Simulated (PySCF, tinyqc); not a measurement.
Inside a calculation. Method: CISD on RHF in the sto-6g basis, for H4, spin multiplicity 1. The lowest restricted solution is unstable here: a spin-polarised one lies 0.0288 hartree lower (PySCF). One step of it, computed by the program tinyqc.

Question. CISD: roots. Diagonalise (each vector has its largest component positive (the first on a tie)); all determinants have Ms = 0, so triplets appear too. The lowest singlet root is the correlation energy.

Occupation strings over the orbitals (2 doubly, a alpha, b beta, 0 empty; spin orbitals ordered 1a 1b 2a 2b ...): 2200 aabb 2020 abab 2002 abba baab 0220 baba 0202 bbaa

H - E(HF) between determinants (hartree):
```
,2200,aabb,2020,abab,2002,abba,baab,0220,baba,0202,bbaa
2200,0.000000,-0.015991,0.102620,-0.100791,0.121990,0.116782,0.116782,0.112453,-0.100791,0.099000,-0.015991
aabb,-0.015991,0.657716,0.100791,-0.102620,-0.116782,-0.121990,-0.112453,-0.116782,-0.099000,0.100791,0.000000
2020,0.102620,0.100791,0.674769,0.084932,0.200539,-0.185723,-0.185723,0.182432,0.084932,0.000000,0.100791
abab,-0.100791,-0.102620,0.084932,0.806245,0.185723,-0.200539,-0.182432,0.185723,0.000000,0.084932,-0.099000
2002,0.121990,-0.116782,0.200539,0.185723,0.831823,-0.068941,-0.068941,0.000000,0.185723,0.182432,-0.116782
abba,0.116782,-0.121990,-0.185723,-0.200539,-0.068941,0.839068,0.000000,-0.068941,-0.182432,-0.185723,-0.112453
baab,0.116782,-0.112453,-0.185723,-0.182432,-0.068941,0.000000,0.839068,-0.068941,-0.200539,-0.185723,-0.121990
0220,0.112453,-0.116782,0.182432,0.185723,0.000000,-0.068941,-0.068941,0.846815,0.185723,0.200539,-0.116782
baba,-0.100791,-0.099000,0.084932,0.000000,0.185723,-0.182432,-0.200539,0.185723,0.806245,0.084932,-0.102620
0202,0.099000,0.100791,0.000000,0.084932,0.182432,-0.185723,-0.185723,0.200539,0.084932,0.942934,0.100791
bbaa,-0.015991,0.000000,0.100791,-0.099000,-0.116782,-0.112453,-0.121990,-0.116782,-0.102620,0.100791,0.657716
```

Give: lowest roots of this matrix, relative to E(HF); lowest vectors; <S^2> of these roots; weight of the ground state by excitation level 0, 1, 2, ....

Answer.

lowest roots of this matrix, relative to E(HF) (hartree): -0.1196  0.2118  0.2217  0.6571  0.7312  0.7986  0.8351  0.8474

lowest vectors:
```
,root 1,root 2,root 3,root 4
2200,0.9322,0.0133,0.0000,0.0000
aabb,0.0065,-0.2817,0.4082,0.7057
2020,-0.1476,0.5347,0.0000,0.0000
abab,0.1238,0.1393,0.4082,0.0219
2002,-0.1335,-0.4330,0.0000,0.0000
abba,-0.1303,0.1424,0.4082,0.0392
baab,-0.1303,0.1424,0.4082,-0.0392
0220,-0.1230,-0.4170,0.0000,0.0000
baba,0.1238,0.1393,0.4082,-0.0219
0202,-0.1073,0.3383,0.0000,0.0000
bbaa,0.0065,-0.2817,0.4082,-0.7057
```

<S^2> of these roots: 0.0000  0.0000  6.0000  2.0000  0.0000  2.0000  0.0000  2.0000

weight of the ground state by excitation level 0, 1, 2, ...: 0.8691  0.0000  0.1309

The reference has a weight of only 0.87: one determinant is a poor start here.
